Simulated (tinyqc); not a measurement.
Inside a calculation. Model: bias-temperature instability, empirical power law with universal recovery.

tinyqc, about 0.01 s, one thread, Intel Xeon 2.30GHz (shared host): `OMP_NUM_THREADS=1 python tinyqc.py 2070131 2070132 out.jsonl` Printed values are rounded.

Threshold-voltage shift at the end of a stress: dV = A (V/V0)^g exp[-(Ea q/kB)(1/T - 1/T0)] (t/1 s)^n. After a delay tr the permanent share pp stays and the rest falls by r = 1/(1 + B (tr/t)^be). An empirical model: its parameters are fits, not properties.

Values chosen for this exercise:
- V0 = 1.6 V (reference stress voltage)
- T0 = 373 K (reference temperature)
- A = 4.6 mV (shift after 1 s at V0 and T0)
- n = 0.13 (time exponent)
- g = 4.7 (voltage exponent)
- Ea = 0.17 eV (apparent activation energy of the shift)
- pp = 0.46 (permanent share)
- B = 3.9 (recovery scale)
- be = 0.16 (recovery dispersion)
- V = 1 V (use voltage)
- T = 328 K (use temperature)
- dc = 70 mV (failure criterion)
- tr = 10 s (delay before the measurement)

Constants: q = 1.602176634e-19 C, kB = 1.380649e-23 J/K. Results are converted to the units shown.

## Shift and lifetime at use conditions

The lifetime solves dV = dc; ten years are 3.15576e8 s.

voltage factor = 0.109809
temperature factor = 0.484027
shift after ten years = 3.11277 mV
lifetime = 2.510e11 years
largest voltage for ten years = 1.93932 V

The device passes: the shift at ten years is below dc. A lifetime beyond 100 years is a far extrapolation of the power law. In time the voltage exponent is g/n = 36.2 and the activation energy Ea/n = 1.31 eV.

## What a delayed measurement sees

t, point 0 to 2 (s): [100, 1000, 10000]

At V0 and T0, measured shift = dV [pp + (1 - pp) r]; the apparent exponent is the slope of ln(shift) against ln t between the first and last point.

| point | dV (mV) | share left | measured (mV) |
|---|---|---|---|
| 0 | 8.37062 | 0.606019 | 5.07276 |
| 1 | 11.2917 | 0.648373 | 7.32120 |
| 2 | 15.2320 | 0.695663 | 10.5964 |

apparent n = 0.159956

The delay hides 30.4 % of the last shift and raises the exponent from 0.13 to 0.160, since short stresses recover by a larger share.
